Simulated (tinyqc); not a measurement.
# Worked calculation: resistive crossbar, vector-matrix product with wire resistance

tinyqc, about 0.02 s, one thread, Intel Xeon 2.30GHz (shared host): `OMP_NUM_THREADS=1 python tinyqc.py 2880063 2880064 out.jsonl` Printed values are rounded.

2 rows and 2 columns. Cell (i, j) joins row node wij to column node bij. Each row is driven at its left end through one wire segment rw; neighbouring nodes along a row or a column are joined by rw; each column ends below the last row in one more rw and a virtual ground, where its current is read. Ideal output: I_j = sum_i V_i G_ij.

Values chosen for this exercise:

| symbol | value | unit | meaning |
|---|---|---|---|
| rw | 50 | ohm | wire resistance between neighbouring cells |
| V | [0.2, 0.21] | V | input voltages of the rows |

## The nodal equations

cell conductances G (uS):
```
       column 1  column 2
row 1        15        12
row 2        46        32
```

Kirchhoff current law at every node, A x = b: A holds the sum of the conductances at a node on the diagonal and minus the conductance between two nodes off it (wire conductance 1/rw); b = V_i/rw at the first node of row i.

A (uS):
```
          w11       w12       w21       w22       b11       b12       b21       b22
w11  40015.00    -20000         0         0       -15         0         0         0
w12    -20000  20012.00         0         0         0       -12         0         0
w21         0         0  40046.00    -20000         0         0       -46         0
w22         0         0    -20000  20032.00         0         0         0       -32
b11       -15         0         0         0  20015.00         0    -20000         0
b12         0       -12         0         0         0  20012.00         0    -20000
b21         0         0       -46         0    -20000         0  40046.00         0
b22         0         0         0       -32         0    -20000         0  40032.00
```

b (uA): w11 4000, w12 0, w21 4200, w22 0, b11 0, b12 0, b21 0, b22 0

## Node voltages and column currents

Solve A x = b; I_j = b2j/rw.

row nodes (mV): w11 199.7314, w12 199.6119, w21 209.1869, w22 208.8534
column nodes (mV): b11 0.7781132, b12 0.5722885, b21 0.6288983, b22 0.4528647
column currents (uA): column 1 12.57797, column 2 9.057294

## Error against the ideal product

Ideal I_j = sum_i V_i G_ij; error = I/ideal - 1.

ideal currents (uA): column 1 12.66, column 2 9.12
error (%): column 1 -0.6480, column 2 -0.6876

The largest error is in column 2. All currents fall short, since the wires take part of the voltage.
